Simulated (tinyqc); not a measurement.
Field from the level spacing.

Problem. In a triangular well E_k = a_k (C F^2/mz1)^(1/3), a_1 = 2.338107, a_2 = 4.087949, C = hbar^2/(2 m0), F in eV/nm (1 MV/cm = 0.1 eV/nm). Find F, E_1, the mean distance 2 E_1/(3 F) of the lowest level and the sheet charge eps0 eps_r F/q behind such a field.

Inputs (values chosen for the exercise): relative permittivity eps_r = 11.9; mass along z of valley set A (6 valley(s)) mz1 = 0.26 m0.

Constants: q = 1.602176634e-19 C, hbar = 1.054571817e-34 J s, m0 = 9.1093837015e-31 kg, eps0 = 8.8541878128e-14 F/cm where lengths are in cm, hbar^2/(2 m0) = 0.0380998212 eV nm^2. Results are converted to the units shown.

spacing of the two lowest levels = 201.39506 meV

Answer. The spacing over a_2 - a_1 is the energy scale (C F^2/mz1)^(1/3), which gives F.

F = 1.020 MV/cm
E_1 = 269.1 meV
mean distance = 1.759 nm
sheet charge over q = 6.708e12 cm^-2

Program tinyqc, `OMP_NUM_THREADS=1 python tinyqc.py 2160082 2160083 out.jsonl`; Intel Xeon 2.30GHz, shared host, one thread, about 0.2 s.
